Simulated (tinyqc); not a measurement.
Three ways to the same curve: density of states of one tight-binding band on the simple cubic lattice.

E(k) = -2 t (c1 + c2 + c3) - 4 t2 (c1 c2 + c2 c3 + c3 c1) with ci = cos(2 pi ki); k in fractions of the reciprocal vectors, mesh k_i = j/N with j = 0 .. N-1. Densities are per cell and per spin, so the band holds one state.

Each cube of the mesh, corners numbered 0 to 7 as the binary number (i j l), is cut into six tetrahedra around the diagonal 0-7: 0137, 0157, 0237, 0267, 0457, 0467. For corner energies e1 <= e2 <= e3 <= e4 and eij = ei - ej, the share of the tetrahedron below E is n = (E - e1)^3/(e21 e31 e41) for e1 < E < e2; n = [e21^2 + 3 e21 x + 3 x^2 - (e31 + e42) x^3/(e32 e42)]/(e31 e41) with x = E - e2 for e2 < E < e3; n = 1 - (e4 - E)^3/(e41 e42 e43) for e3 < E < e4; its density of states is g = dn/dE.

Gaussian broadening: g(E) = mean over the mesh of exp(-(E - E_k)^2/(2 sigma^2))/(sigma sqrt(2 pi)), n(E) = mean of erfc((E_k - E)/(sigma sqrt 2))/2.

Inputs chosen for the exercise: t = 2.14 eV (nearest hopping); t2 = 0.03 eV (second hopping); N2 = 12 (mesh points along each axis in this comparison); sigma = 0.214 eV (Gaussian width).

N = N2 here; the reference is the linear method with N = 36.

g(E) (1/eV):

| E (eV) | reference | linear tetrahedra | Gaussian, sigma | Gaussian, sigma/4 | reference n(E) |
|---|---|---|---|---|---|
| -10.865 | 0.013 | 0.013 | 0.008 | 0.010 | 0.019 |
| -8.530 | 0.022 | 0.022 | 0.021 | 0.001 | 0.060 |
| -6.196 | 0.035 | 0.034 | 0.044 | 0.000 | 0.126 |
| -3.861 | 0.067 | 0.069 | 0.094 | 0.002 | 0.238 |
| -1.527 | 0.067 | 0.068 | 0.082 | 0.243 | 0.393 |
| 0.808 | 0.067 | 0.069 | 0.041 | 0.006 | 0.549 |
| 3.143 | 0.068 | 0.069 | 0.021 | 0.007 | 0.707 |
| 5.477 | 0.044 | 0.044 | 0.040 | 0.000 | 0.848 |
| 10.146 | 0.016 | 0.015 | 0.016 | 0.000 | 0.977 |

Give the missing row, E (eV) = 7.812.

Computed row:
```
E (eV)  reference  linear tetrahedra  Gaussian, sigma  Gaussian, sigma/4  reference n(E)
7.812       0.027              0.027            0.052              0.121           0.928
```

Root-mean-square errors against the reference: 0.0010 for linear tetrahedra, 0.0213 for sigma and 0.0744 for sigma/4. The narrow Gaussian is worse than the wide one, because it resolves the separate mesh levels. The reference is highest at 3.143 eV of the energies listed, and half filling lies between -1.527 and 0.808 eV.

Computed by tinyqc, a small Python program: `OMP_NUM_THREADS=1 python tinyqc.py 1652161 1652162 out.jsonl` (the numbers bound the seed that draws the inputs); one thread of a shared host (Intel(R) Xeon(R) Processor @ 2.30GHz), about 0.2 s for the whole set of steps.
